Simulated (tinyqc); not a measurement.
From active density A back to total dopant density N: dopants and charged point defects at anneal temperature: Fermi-level effect, clustering and pairing. Computed by tinyqc, a small Python program. Command: `OMP_NUM_THREADS=1 python tinyqc.py 3028954 3028955 out.jsonl pairing inv`. One thread of a shared host (Intel(R) Xeon(R) Processor @ 2.30GHz), about 0.01 s of CPU time with the checks.

Boltzmann statistics and full ionisation of active dopants. Energies are counted from the valence band; the defect (a vacancy or self-interstitial) has five charge states, with all degeneracy factors one.

Dopant: donor. Second part: pairing with a mobile impurity.

Method. No clustering: A = N.

Problem. A run gave the result below. Find the total dopant density N, known to lie between 7.7e+19 and 2.1e+20 cm^-3.

active density A = 1.393e+20 cm^-3

Solution.

Each step takes the trial c = (a f_b - b f_a)/(f_b - f_a), f being the result less the target and a, b, c the logarithms of the listed values; c replaces end b, the old b replaces a if the sign of f changed, and otherwise f_a is halved.

Scan of the range:

| total dopant density N (cm^-3) | active density A (cm^-3) |
|---|---|
| 7.70e+19 | 7.70e+19 |
| 9.10e+19 | 9.10e+19 |
| 1.08e+20 | 1.08e+20 |
| 1.27e+20 | 1.27e+20 |
| 1.50e+20 | 1.50e+20 |
| 1.78e+20 | 1.78e+20 |
| 2.10e+20 | 2.10e+20 |

False position (Illinois rule, in the logarithm of the input) inside the bracket:

| step | end a | end b | trial | active density A (cm^-3) |
|---|---|---|---|---|
| 1 | 1.27000e+20 | 1.50000e+20 | 1.38823e+20 | 1.38823e+20 |
| 2 | 1.50000e+20 | 1.38823e+20 | 1.39283e+20 | 1.39283e+20 |
| 3 | 1.50000e+20 | 1.39283e+20 | 1.39316e+20 | 1.39316e+20 |
| 4 | 1.39283e+20 | 1.39316e+20 | 1.39300e+20 | 1.39300e+20 |
| 5 | 1.39316e+20 | 1.39300e+20 | 1.39300e+20 | 1.39300e+20 |

Active density A rises at every point of a 13-point scan of the range (every second point is shown), so one value fits; it is bracketed by 1.27e20 and 1.50e20. The scan shows a pure power law with exponent 1.000, so scaling from any one row also gives the answer directly. Answer: total dopant density N = 1.393e20 cm^-3.
